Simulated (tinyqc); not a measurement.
Thermal boundary conductance by the acoustic and diffuse mismatch models: one step, computed by the program tinyqc. Command: `OMP_NUM_THREADS=1 python tinyqc.py 3021058 3021059 out.jsonl kapitza walk`. One thread of a shared host (Intel(R) Xeon(R) Processor @ 2.30GHz), about 0.01 s of CPU time with the checks.

Each side has one longitudinal and two transverse Debye branches, omega = v q up to q_D = (6 pi^2 n)^(1/3), with n counting all atoms. Scattering at the interface is elastic. Electrons are left out of G, also for metals. Melting is ignored. G refers to the temperatures of the phonons sent towards the interface. Linear branches over all atoms overstate G at high T, most for crystals with several atoms a cell.

Problem. Boundary conductance. G = (k_B^4 T^3/(8 pi^2 hbar^3)) int W(x) x^4 e^x/(e^x - 1)^2 dx, x = hbar omega/(k_B T). Acoustic mismatch: W = sum over the three branches of alpha(1 to 2)/v_1^2, each up to the lower of its two cut-offs. Diffuse mismatch: W = S_1 S_2/(S_1 + S_2), where S_i sums 1/v^2 over the branches of side i still below their cut-off. Radiation limit: W = min(S_1, S_2). The integral is split at the four cut-offs (64 Gauss-Legendre points a piece, x at most 45). Boundary resistance R = 1/G and Kapitza length kappa_2/G use the diffuse value.

Inputs (values chosen for the exercise, modelled on silicon (side 1) and germanium (side 2)): conductivity kappa_2 = 61.2 W/(m K); temperature T = 500 K.

Structure: superlattice.

Branches:
```
branch,v (m/s),cut-off (K),Z (1e6 kg/(m^2 s))
"L, side 1",9220,1006.522,21.4826
"T, side 1",5440,593.870,12.6752
"L, side 2",5320,556.183,28.7280
"T, side 2",3250,339.773,17.5500
```

Transmission:
```
branch,t at normal incidence,largest angle from side 1 (deg),"alpha, 1 to 2","alpha, 2 to 1"
L,0.9791775,90,0.9594220,0.3194266
T,0.9739879,90,0.8656119,0.3089528
```

Constants: k_B = 1.380649e-23 J/K; hbar = 1.054571817e-34 J s.

Give: G, acoustic mismatch; G, diffuse mismatch; G, radiation limit; boundary resistance R; Kapitza length in side 2.

Solution.

G, acoustic mismatch = 532.3 MW/(m^2 K)

G, diffuse mismatch = 689.0 MW/(m^2 K)

G, radiation limit = 968.7 MW/(m^2 K)

boundary resistance R = 1.451 m^2 K/GW

Kapitza length in side 2 = 88.83 nm

The diffuse value is 1.29 times the acoustic one and 71 % of the radiation limit. Diffuse scattering raises G here: it ignores the impedance mismatch and lets phonons change direction and branch. Caution: at this temperature short waves carry the heat; linear branches up to q_D overstate their velocity, and inelastic processes, left out here, grow with T.
